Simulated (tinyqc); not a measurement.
Kinetics of strain relaxation and threading dislocations in mismatched semiconductor layers: one step, computed by the program tinyqc.

60-degree dislocations on {111} planes of a (001) layer, isotropic elasticity. The Schmid factor is 1/sqrt(6), and a misfit segment relieves strain with b/2.

Problem. Graded buffer. In steady grading, strain is fed at R_f R_g and relieved at (b/4) rho v. As a glide-limited estimate, the driving stress is taken as the mean stress of the strained top zone, whose depth z solves R_f z/2 = e_eq(z), with strain R_f z at the surface; tau_g = S R_f z/2 is its mean; then rho = 4 R_f R_g/(b m tau_g), m = v0 exp(-Q/(k_B T_g)), S = (1/sqrt 6) 2 G (1 + nu)/(1 - nu), e_eq(z) = b (1 - nu/4) [ln(z/b) + 1]/(4 pi (1 + nu) z).

Inputs (values chosen for the exercise, modelled on Ge on Si): misfit f = 0.0391; shear modulus G = 56.5 GPa; Poisson ratio nu = 0.26; Burgers vector b = 4 angstrom; glide activation energy Q = 1.57 eV; velocity prefactor v0 = 26000 m/s per MPa; grading rate (misfit per thickness) R_f = 0.002 1/micrometre; growth temperature of the buffer T_g = 657 K; growth rate R_g = 0.21 nm/s.

Constants: k_B = 8.617333262e-05 eV/K.

Give: depth z of the strained zone; stress tau_g; thread density of the buffer; buffer thickness f/R_f.

Solution.

depth z of the strained zone = 434.4 nm

stress tau_g = 34.12 MPa

thread density of the buffer = 5.230e+05 1/cm^2

buffer thickness f/R_f = 19.55 micrometre

Raising T_g by 50 K would lower this density by a factor 7.1: fast glide lets few threads do the work.
